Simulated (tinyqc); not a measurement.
Levels against anisotropy: donor in an ellipsoidal valley (Kohn-Luttinger variational method). Computed by tinyqc, a small Python program. Command: `OMP_NUM_THREADS=1 python tinyqc.py 3005809 3005810 out.jsonl kohnlutt walk`. One thread of a shared host (Intel(R) Xeon(R) Processor @ 2.30GHz), about 0.04 s of CPU time with the checks.

H = -(d^2/dx^2 + d^2/dy^2) - gamma d^2/dz^2 - 2/r in units built on m_t, with gamma = m_t/m_l and z along the valley axis. One valley; no valley-orbit or central-cell term.

Inputs (values chosen for the exercise, modelled on GaP): transverse mass m_t = 0.248 m_0; longitudinal mass m_l = 1.22 m_0; dielectric constant eps = 10.7.

Constants: Ry = 13.605693123 eV; a_0 = 0.529177210903 angstrom.

Method:
- Ry* = Ry m_t/eps^2, a* = a_0 eps/m_t, gamma = m_t/m_l.
- Trial function exp(-sqrt((x^2 + y^2)/a^2 + z^2/b^2)) with beta = b/a < 1: E = t/a^2 - u/a, t = (2 + gamma/beta^2)/3, u = 2 arcsin(sqrt(1 - beta^2))/sqrt(1 - beta^2); the best a is 2 t/u and E(beta) = -u^2/(4 t).
- The trial energy is minimised over beta by golden section from 0.05 to 0.999, 60 steps.
- Gaussian basis: g = P exp(-al (x^2 + y^2) - be z^2) with P = 1 (s-like), z (2p0) or x (2p+-); al = 0.004 x 2.6^k, k = 0..11, and be/al = 1, gamma^(-1/2) or 1/gamma (36 functions); 1/r = (2/sqrt(pi)) int exp(-t^2 r^2) dt by 48 Gauss-Legendre points after t = sqrt(al_i + al_j) tan(theta); overlap eigenvalues below 1e-10 are dropped.

gamma = 0.203279

Binding energies (Ry*):
```
gamma  1s, trial  1s, Gaussians     2p0     2p+-
0.051     2.0827         2.0941  1.0171  0.36786
0.100     1.8387         1.8445  0.7905  0.34751
0.200     1.5798         1.5821  0.5866  0.32250
0.300     1.4283         1.4294  0.4834  0.30600
0.350     1.3713         1.3720  0.4474  0.29939
0.590     1.1819         1.1820  0.3390  0.27567
0.850     1.0548         1.0548  0.2753  0.25806
```

As gamma falls from 0.85 to 0.051, 1s deepens from 1.055 to 2.094 Ry*, on the way from the hydrogen value 1 to the two-dimensional limit 4; 2p+- moves from 0.258 to 0.368 (limits 1/4 and 4/9), while 2p0 climbs from 0.275 to 1.017 and joins 1s as gamma tends to 0. Near gamma = 1 the trial function is almost exact and can pass the Gaussian basis, whose own error is about 3e-5 Ry*.

Extremes, crossings and ranges named in words are read from the listed rows.
